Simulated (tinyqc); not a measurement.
Inside a calculation. Model: minority carriers and saturation current of a heavily doped emitter.

Computed by the program tinyqc: `OMP_NUM_THREADS=1 python tinyqc.py 2330168 2330169 out.jsonl`, one thread of a shared Intel Xeon 2.30GHz, about 0.01 s for the whole run. Printed values are rounded.

n-type, parabolic bands, full ionisation. eta = (EF - Ec)/kB T solves N = Nc F12(eta), F12(x) = (2/sqrt(pi)) int_0^infinity sqrt(u)/(1 + exp(u - x)) du. The gap shrinks rigidly by dEg = a3 y^(1/3) + a4 y^(1/4) + a2 y^(1/2), y = N/1e18 cm^-3, an empirical law that is here taken as the true narrowing.

Parameters, values chosen for the exercise; band and dielectric values close to those of silicon: temperature T = 350 K; band gap Eg = 1.11 eV; conduction-band density of states at 350 K Nc = 3.5e19 cm^-3; valence-band density of states at 350 K Nv = 3.35e19 cm^-3; ionised donor density N = 1.5e20 cm^-3; coefficient of (N/1e18)^(1/3) a3 = 12.1 meV; coefficient of (N/1e18)^(1/4) a4 = 9 meV; coefficient of (N/1e18)^(1/2) a2 = 4.6 meV; minority-hole mobility mup = 220 cm^2/(V s); Auger coefficient Cn = 2.4e-31 cm^6/s; defect lifetime ts = 0.73 us; emitter width W = 710 nm; recombination velocity at the contact S = 2.2e6 cm/s.

Constants: q = 1.602176634e-19 C, kB = 1.380649e-23 J/K, Vt = kB T/q. Results are converted to the units shown.

Range of the model: Band tails, non-parabolic bands and incomplete ionisation are left out.

## Iteration 1: Fermi level

eta at the start (Boltzmann value) = 1.4553

Newton step on ln F12(eta) = ln(N/Nc): eta(new) = eta - ln(Nc F12/N) F12/Fm, Fm(x) = dF12/dx = (1/sqrt(pi)) int_0^infinity u^(-1/2)/(1 + exp(u - x)) du.

F12 = 2.08946
Fm = 1.22963
eta after iteration 1 = 2.67602

## Course of the iteration

Stop when eta changes by less than 1e-9.

Course of the iteration:
```
iteration      eta    change
1          2.67602      1.22
2          2.88488     0.209
3          2.88992   5.04e-3
4          2.88992   2.82e-6
5          2.88992  8.80e-13
```

Converged in 5 iterations.

## Effective intrinsic density

converged eta = 2.88992

ni = sqrt(Nc Nv) exp(-Eg/(2 Vt)), Eg in volts; degeneracy factor g = F12(eta) exp(-eta); nie^2 = ni^2 exp(dEg/kB T) g, p0 = nie^2/N; apparent narrowing dEg + kB T ln g.

ni = 3.49066e11 cm^-3
dEg = 152.126 meV
g = 0.238202
apparent narrowing = 108.856 meV
nie = 2.12148e12 cm^-3
p0 = 30004.5 cm^-3

Narrowing multiplies p0 by 155 and degeneracy by 0.238.

## Saturation current

1/tau = Cn N^2 + 1/ts, D = mup Vt, L = sqrt(D tau); J0 = (q p0 D/L)(s + tanh(W/L))/(1 + s tanh(W/L)), s = S L/D; the share recombining inside is 1 - 1/[cosh(W/L)(1 + tanh(W/L)/s)].

tau = 0.185138 ns
L = 350.493 nm
s = 11.6209
J0 = 9.37125e5 fA/cm^2
share recombining inside = 76.0608 %

The emitter is opaque: W exceeds two diffusion lengths, and the contact matters little.
